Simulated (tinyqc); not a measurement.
Inside a calculation. Method: Hubbard ring of 4 sites. Computed by tinyqc, a small Python program that keeps every step. Settings: hopping = 1.22, U = 1.8, mixing = 0.2, iteration cap = 69. Command: `OMP_NUM_THREADS=1 python tinyqc.py 22066 22067 out.jsonl` (the two numbers bound the seeds that draw the settings). One thread of a shared host (Intel(R) Xeon(R) Processor @ 2.60GHz), about 0.2 s of CPU time with the checks. Later iterations appear only in the table of the cycle.

## Mean-field iteration 1

one-body matrix (hopping and site energies) (eV), lower triangle:
```
          1         2         3        4
1   0.00000
2  -1.22000   0.00000
3   0.00000  -1.22000   0.00000
4  -1.22000   0.00000  -1.22000  0.00000
```

U = 1.80000 eV

electrons, up and down: 2  2

mixing = 0.20000

n(up) at the start (a guess, not normalised): 1 0.80000, 2 0.20000, 3 0.80000, 4 0.20000

n(down) at the start (a guess): 1 0.20000, 2 0.80000, 3 0.20000, 4 0.80000

H(up) = T + U n(down), H(down) = T + U n(up); fill the lowest levels; n(new) = n + mixing (n(out) - n); E = tr T (rho up + rho down) + U sum n_up n_down of the output.

levels, up (eV): -1.59904  0.36000  1.44000  3.39904

levels, down (eV): -1.59904  0.36000  1.44000  3.39904

energy = -3.63020 eV

n(up) after iteration 1: 1 0.80080, 2 0.19920, 3 0.80080, 4 0.19920

n(down) after iteration 1: 1 0.19920, 2 0.80080, 3 0.19920, 4 0.80080

## Mean-field iteration 2

As before.

levels, up (eV): -1.59935  0.35855  1.44145  3.39935

levels, down (eV): -1.59935  0.35855  1.44145  3.39935

energy = -3.63020 eV

n(up) after iteration 2: 1 0.80148, 2 0.19852, 3 0.80148, 4 0.19852

n(down) after iteration 2: 1 0.19852, 2 0.80148, 3 0.19852, 4 0.80148

## Convergence

Each step fills the lowest levels of T + U n(other spin) and sets n(new) = n + mixing (n(out) - n); stop when output and input agree to 1e-8.

Course of the cycle:
```
iteration      E (eV)  largest |n(out) - n(in)|  mean |n_up - n_down|
1          -3.6301960                  4.02e-03               0.60804
2          -3.6302034                  3.35e-03               0.60832
3          -3.6302085                  2.80e-03               0.60855
4          -3.6302120                  2.34e-03               0.60874
5          -3.6302145                  1.95e-03               0.60890
6          -3.6302162                  1.63e-03               0.60903
7          -3.6302174                  1.36e-03               0.60914
8          -3.6302182                  1.13e-03               0.60924
9          -3.6302188                  9.44e-04               0.60932
10         -3.6302192                  7.87e-04               0.60938
11         -3.6302195                  6.57e-04               0.60943
...               ...                       ...                   ...
59         -3.6302201                  1.10e-07               0.60971
60         -3.6302201                  9.14e-08               0.60971
61         -3.6302201                  7.63e-08               0.60971
62         -3.6302201                  6.36e-08               0.60971
63         -3.6302201                  5.31e-08               0.60971
64         -3.6302201                  4.43e-08               0.60971
65         -3.6302201                  3.70e-08               0.60971
66         -3.6302201                  3.08e-08               0.60971
67         -3.6302201                  2.57e-08               0.60971
68         -3.6302201                  2.15e-08               0.60971
69         -3.6302201                  1.79e-08               0.60971
```

Not converged within 69 iterations: the residual falls steadily but slowly, by a factor of about 0.83 a step. The lowest mean-field energy found from random starts is -3.63022 eV. Reruns (cap 100 unless said): mixing 0.5: converged in 26 (E = -3.63022); mixing 0.9: converged in 11 (E = -3.63022); the original settings with a cap of 400: converged in 73 (E = -3.63022).

## Exact diagonalisation (36 states)

Lowest levels of the sector, and the double occupancy of the lowest state.

lowest levels (eV): -3.75963  -3.64872  -2.94762  -2.71914  -1.70069  -1.70069

double occupancy per site = 0.12848

## The lowest level by Lanczos steps

From a random start vector (not printed): a_j = <q_j|H|q_j>, b_j = norm of the remainder after orthogonalising; the Ritz value is the lowest eigenvalue of the tridiagonal matrix of a and b so far.

Lanczos:
```
j   a_j (eV)  b_j (eV)  lowest Ritz value (eV)
1    1.81736   3.13159               1.8173573
2    1.53895   3.15443              -1.4565236
3    1.21323   3.12765              -2.9292046
4    2.46111   2.66601              -3.5164804
5    2.46997   2.34403              -3.6667603
6    0.72241   2.89035              -3.7127849
7    1.98334   2.39789              -3.7452179
8    3.31668   2.45167              -3.7551244
9    1.32501   2.13369              -3.7578579
10   1.47821   2.66089              -3.7586189
```
